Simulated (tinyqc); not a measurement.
From a target to a composition: model-solid line-up of a strained alloy layer on a substrate.

Problem. A layer of the alloy is strained to the substrate, and its gap (Ec minus the top valence edge) is given. Find x between 0.11 and 0.90, where the gap is monotonic.

All values of the alloy are linear in x but the gap, Eg(x) = (1 - x) Eg_A + x Eg_B - C x (1 - x), and the valence edge, Ev(x) = (1 - x) Ev_A + x Ev_B + fv C x (1 - x); Ec = Ev + Eg. Ev is the top of the unstrained valence band on a scale common to all materials. In the layer only the Gamma valley of the conduction band is followed, also where an X or L valley would lie lower.

Coherent growth on a (111) face: e_par = (a_s - a)/a, e_perp = -(2 C11 + 4 C12 - 4 C44)/(C11 + 2 C12 + 4 C44) e_par; exx = eyy = ezz = (2 e_par + e_perp)/3 and exy = eyz = ezx = (e_perp - e_par)/3.

Strained edges: Ec + ac tr(e); the valence edges are Ev plus the levels of the 6 x 6 matrix of X, Y, Z times spin with -Dso/3 + l exx + m (eyy + ezz) on the diagonal (cyclic), n exy off it, l = av + 2 b, m = av - b, n = sqrt(3) d. Spin-orbit term (Dso/3) L.sigma on X, Y, Z with (L_k)_ij = -i epsilon_kij: <X+|H|Y+> = -i Dso/3, <X+|H|Z-> = Dso/3, <Y+|H|Z-> = -i Dso/3, <Z+|H|X-> = -Dso/3, <Z+|H|Y-> = i Dso/3, <X-|H|Y-> = i Dso/3, and their conjugates; + and - are the spin along z.

Parameters, chosen for this exercise (A near InP, B near GaP, substrate near GaAs; the results hold for these values, not for the real material):
- a = (5.878, 5.453) angstrom (lattice constant of A, B)
- Eg = (1.421, 2.854) eV (gap at Gamma to the s-like level of A, B)
- Dso = (0.109, 0.08) eV (spin-orbit splitting of A, B)
- Ev = (-0.95, -1.29) eV (top of the unstrained valence band of A, B)
- ac = (-5.95, -8.26) eV (conduction deformation potential of A, B)
- av = (0.61, 1.69) eV (valence hydrostatic potential of A, B)
- b = (-2.01, -1.6) eV (tetragonal shear potential of A, B)
- d = (-4.97, -4.6) eV (trigonal shear potential of A, B)
- C11 = (100.5, 141.8) GPa (of A, B)
- C12 = (56.2, 61.8) GPa (of A, B)
- C44 = (45.8, 71.1) GPa (of A, B)
- C = 0.736 eV (bowing of the gap)
- fv = 0 (share of the bowing taken by the valence edge)
- a_s = 5.657 angstrom (substrate)
- face = 111 (growth face)

strained gap = 1.758351 eV

Find: x; e_par; gap of the relaxed alloy.

Solution. Bisect on x; the strained gap is 1.6639 eV at x = 0.11 and 2.0034 eV at x = 0.90.

x = 0.240
e_par = -2.060 %
gap of the relaxed alloy = 1.631 eV

tinyqc: `OMP_NUM_THREADS=1 python tinyqc.py 1080791 1080792 out.jsonl`; about 0.02 s, one thread, shared Intel(R) Xeon(R) Processor @ 2.30GHz.
